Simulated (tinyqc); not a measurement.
# p-n diode with diffusion and depletion-layer recombination: currents and ideality against junction voltage

Abrupt junction in the depletion approximation, low injection, full ionisation, neutral widths fixed, ohmic contact on the p side. Vj is the junction voltage; where a series resistance Rs is given, V = Vj + J Rs is the terminal voltage.

ni = sqrt(Nc Nv) exp(-Eg/(2 Vt)), Eg in volts; D = mu Vt; Ln = sqrt(Dn tn), Lp = sqrt(Dp tp); J0n = q ni^2 Dn coth(wp/Ln)/(Ln Na); J0p = (q ni^2 Dp/(Lp Nd)) (s + tanh(wn/Lp))/(1 + s tanh(wn/Lp)), s = Sp Lp/Dp. J_diff = (J0n + J0p)(exp(Vj/Vt) - 1). Vbi = Vt ln(Na Nd/ni^2), W = sqrt(2 eps0 eps_r (Vbi - Vj)(1/Na + 1/Nd)/q), xp = W Nd/(Na + Nd), xn = W Na/(Na + Nd); u(x) = q Na (x + xp)^2/(2 eps0 eps_r) for x < 0 and Vbi - Vj - q Nd (xn - x)^2/(2 eps0 eps_r) for x > 0; p = Na exp(-u/Vt), n = Nd exp((u - Vbi + Vj)/Vt); U = ni^2 (exp(Vj/Vt) - 1)/(tp (n + ni exp(Et/Vt)) + tn (p + ni exp(-Et/Vt))); J_scr = q times the integral of U from -xp to xn. J = J_diff + J_scr. Ideality = (1/Vt) dVj/d ln J or (1/Vt) dV/d ln J; last column ni^2 exp(Vj/Vt)/N^2.

Values chosen for this exercise; band and dielectric values close to those of gallium nitride:
```
symbol,value,unit,meaning
T,300,K,temperature
Eg,3.4,eV,band gap
eps_r,9.59,,relative permittivity
Nc,2.34e18,cm^-3,conduction-band density of states at T
Nv,4.52e19,cm^-3,valence-band density of states at T
Na,6.7e16,cm^-3,acceptor density
Nd,7e16,cm^-3,donor density
mun,650,cm^2/(V s),electron mobility in the p side
mup,23,cm^2/(V s),hole mobility in the n side
tn,2e-9,s,electron lifetime
tp,2e-9,s,hole lifetime
wp,21,um,neutral width of the p side
wn,250,um,neutral width of the n side
Sp,1e7,cm/s,recombination velocity at the n contact
Rs,0.0057,ohm cm^2,series resistance
Et,-0.02,eV,trap level above the intrinsic level
```

Constants: q = 1.602176634e-19 C, kB = 1.380649e-23 J/K, Vt = kB T/q, eps0 = 8.8541878128e-14 F/cm where lengths are in cm. Results are converted to the units shown.

Currents and ideality against junction voltage:

| Vj (V) | J_diff (A/cm^2) | J_scr (A/cm^2) | J (A/cm^2) | V (V) | ideality against Vj | ideality against V | minority/doping, lighter side |
|---|---|---|---|---|---|---|---|
| 0.79 | 3.899e-37 | 2.330e-20 | 2.330e-20 | 0.7900 | 1.978 | 1.978 | 3.358e-40 |
| 1.06 | 1.339e-32 | 4.596e-18 | 4.596e-18 | 1.060 | 1.975 | 1.975 | 1.153e-35 |
| 1.34 | 6.770e-28 | 1.113e-15 | 1.113e-15 | 1.340 | 1.971 | 1.971 | 5.831e-31 |
| 1.61 | 2.325e-23 | 2.244e-13 | 2.244e-13 | 1.610 | 1.966 | 1.966 | 2.002e-26 |
| 1.89 | 1.175e-18 | 5.607e-11 | 5.607e-11 | 1.890 | 1.957 | 1.957 | 1.012e-21 |
| 2.16 | 4.036e-14 | 1.182e-8 | 1.182e-8 | 2.160 | 1.945 | 1.945 | 3.476e-17 |
| 2.44 | 2.041e-9 | 3.190e-6 | 3.192e-6 | 2.440 | 1.920 | 1.920 | 1.758e-12 |
| 2.71 | 7.008e-5 | 7.838e-4 | 8.539e-4 | 2.710 | 1.740 | 1.740 | 6.036e-8 |
| 2.99 | 3.543 | 0.3584 | 3.902 | 3.012 | 1.038 | 1.898 | 0.003051 |

The ideality against Vj falls from 1.98 to 1.04. Diffusion overtakes recombination in the layer between Vj = 2.71 and 2.99 V. J_scr alone has an ideality of 1.98 between the first two rows and 1.77 between the last two. From Vj = 2.99 V the series resistance raises the terminal ideality by over a tenth; there J Rs = 0.86 Vt.

tinyqc, about 0.01 s, one thread, Intel Xeon 2.30GHz (shared host): `OMP_NUM_THREADS=1 python tinyqc.py 2260147 2260148 out.jsonl`
